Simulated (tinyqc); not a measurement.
Inside a calculation. Method: Pariser-Parr-Pople SCF with singles CI, for the molecule O=CC1=Cc2ccccc21 (SMILES; centres numbered as the heavy atoms are written). One step of it, computed by the program tinyqc.

Task: Iteration 2: Fock matrix. F_rr = H_rr + P_rr gamma_rr / 2 + sum_(s != r) P_ss gamma_rs; F_rs = H_rs - P_rs gamma_rs / 2; E = tr P (H + F) / 2 + core repulsion sum_(r<s) z_r z_s gamma_rs.

P after iteration 1:
```
            1O         2C         3C         4C         5C         6C         7C         8C
1O    1.266290   0.841089  -0.040299  -0.376474   0.015994   0.168736  -0.007167  -0.111151
2C    0.841089   0.818450   0.448028   0.110563  -0.119204  -0.048842   0.056096   0.032866
3C   -0.040299   0.448028   1.012190   0.821082  -0.005564  -0.273455   0.002714   0.135159
4C   -0.376474   0.110563   0.821082   0.925054   0.246527   0.033649   0.112726  -0.023262
5C    0.015994  -0.119204  -0.005564   0.246527   1.002647   0.711479  -0.001328  -0.336223
6C    0.168736  -0.048842  -0.273455   0.033649   0.711479   0.984856   0.580636   0.010511
7C   -0.007167   0.056096   0.002714   0.112726  -0.001328   0.580636   1.000680   0.727188
8C   -0.111151   0.032866   0.135159  -0.023262  -0.336223   0.010511   0.727188   0.992632
9C    0.006290  -0.060290  -0.002224  -0.282690   0.001064  -0.215455  -0.000536   0.569554
10C   0.054721  -0.019043   0.167517   0.014544   0.552097  -0.006642  -0.343415   0.004758

            9C        10C
1O    0.006290   0.054721
2C   -0.060290  -0.019043
3C   -0.002224   0.167517
4C   -0.282690   0.014544
5C    0.001064   0.552097
6C   -0.215455  -0.006642
7C   -0.000536  -0.343415
8C    0.569554   0.004758
9C    1.000428   0.738128
10C   0.738128   0.996773
```

core matrix H (eV):
```
             1O          2C          3C          4C          5C          6C          7C          8C
1O   -54.119966   -2.510000    0.000000    0.000000    0.000000    0.000000    0.000000    0.000000
2C    -2.510000  -52.870531   -2.390000    0.000000    0.000000    0.000000    0.000000    0.000000
3C     0.000000   -2.390000  -61.067246   -2.390000    0.000000    0.000000    0.000000    0.000000
4C     0.000000    0.000000   -2.390000  -56.728623   -2.390000    0.000000    0.000000    0.000000
5C     0.000000    0.000000    0.000000   -2.390000  -62.309897   -2.390000    0.000000    0.000000
6C     0.000000    0.000000    0.000000    0.000000   -2.390000  -55.719711   -2.390000    0.000000
7C     0.000000    0.000000    0.000000    0.000000    0.000000   -2.390000  -53.390928   -2.390000
8C     0.000000    0.000000    0.000000    0.000000    0.000000    0.000000   -2.390000  -53.978978
9C     0.000000    0.000000    0.000000    0.000000    0.000000    0.000000    0.000000   -2.390000
10C    0.000000    0.000000   -2.390000    0.000000   -2.390000    0.000000    0.000000    0.000000

             9C         10C
1O     0.000000    0.000000
2C     0.000000    0.000000
3C     0.000000   -2.390000
4C     0.000000    0.000000
5C     0.000000   -2.390000
6C     0.000000    0.000000
7C     0.000000    0.000000
8C    -2.390000    0.000000
9C   -57.771809   -2.390000
10C   -2.390000  -64.417192
```

repulsion gamma_rs (eV):
```
            1O         2C         3C         4C         5C         6C         7C         8C
1O   15.200000   8.107124   5.413475   3.646276   3.276356   2.568399   2.433157   2.796688
2C    8.107124  11.130000   7.553645   4.977539   3.978123   2.926861   2.604487   2.832811
3C    5.413475   7.553645  11.130000   7.553103   6.086964   4.007256   3.369482   3.565986
4C    3.646276   4.977539   7.553103  11.130000   7.554564   4.803036   3.566710   3.369597
5C    3.276356   3.978123   6.086964   7.554564  11.130000   7.553853   5.239757   4.668166
6C    2.568399   2.926861   4.007256   4.803036   7.553853  11.130000   7.554273   5.239011
7C    2.433157   2.604487   3.369482   3.566710   5.239757   7.554273  11.130000   7.554564
8C    2.796688   2.832811   3.565986   3.369597   4.668166   5.239011   7.554564  11.130000
9C    3.795495   3.751178   4.802771   4.008198   5.239011   4.668436   5.240045   7.553853
10C   4.382995   4.978763   7.554564   6.089600   7.553103   5.238587   4.668454   5.238302

            9C        10C
1O    3.795495   4.382995
2C    3.751178   4.978763
3C    4.802771   7.554564
4C    4.008198   6.089600
5C    5.239011   7.553103
6C    4.668436   5.238587
7C    5.240045   4.668454
8C    7.553853   5.238302
9C   11.130000   7.552823
10C   7.552823  11.130000
```

Centres (angstrom, eV; a flat drawing with bonds scaled to 1.40 angstrom):
```
centre          x          y  core charge z          W   gamma_rr
1O      -3.048000   1.202000              1  17.700000  15.200000
2C      -2.683000  -0.149000              1  11.160000  11.130000
3C      -1.330000  -0.509000              1  11.160000  11.130000
4C      -0.627000  -1.720000              1  11.160000  11.130000
5C       0.584000  -1.018000              1  11.160000  11.130000
6C       1.984000  -1.015000              1  11.160000  11.130000
7C       2.681000   0.199000              1  11.160000  11.130000
8C       1.979000   1.410000              1  11.160000  11.130000
9C       0.579000   1.407000              1  11.160000  11.130000
10C     -0.119000   0.193000              1  11.160000  11.130000
```

Give: F; pi energy.

Result:

F (eV):
```
          1O       2C       3C       4C       5C       6C       7C       8C
1O   -9.8170  -5.9194   0.1091   0.6864  -0.0262  -0.2167   0.0087   0.1554
2C   -5.9194  -4.7948  -4.0821  -0.2752   0.2371   0.0715  -0.0731  -0.0466
3C    0.1091  -4.0821  -6.1139  -5.4909   0.0169   0.5479  -0.0046  -0.2410
4C    0.6864  -0.2752  -5.4909  -5.9458  -3.3212  -0.0808  -0.2010   0.0392
5C   -0.0262   0.2371   0.0169  -3.3212  -6.0894  -5.0772   0.0035   0.7848
6C   -0.2167   0.0715   0.5479  -0.0808  -5.0772  -5.8662  -4.5831  -0.0275
7C    0.0087  -0.0731  -0.0046  -0.2010   0.0035  -4.5831  -5.8114  -5.1368
8C    0.1554  -0.0466  -0.2410   0.0392   0.7848  -0.0275  -5.1368  -5.6902
9C   -0.0119   0.1131   0.0053   0.5665  -0.0028   0.5029   0.0014  -4.5412
10C  -0.1199   0.0474  -3.0228  -0.0443  -4.4750   0.0174   0.8016  -0.0125

          9C      10C
1O   -0.0119  -0.1199
2C    0.1131   0.0474
3C    0.0053  -3.0228
4C    0.5665  -0.0443
5C   -0.0028  -4.4750
6C    0.5029   0.0174
7C    0.0014   0.8016
8C   -4.5412  -0.0125
9C   -5.6381  -5.1775
10C  -5.1775  -5.8055
```

pi energy = -138.8707 eV
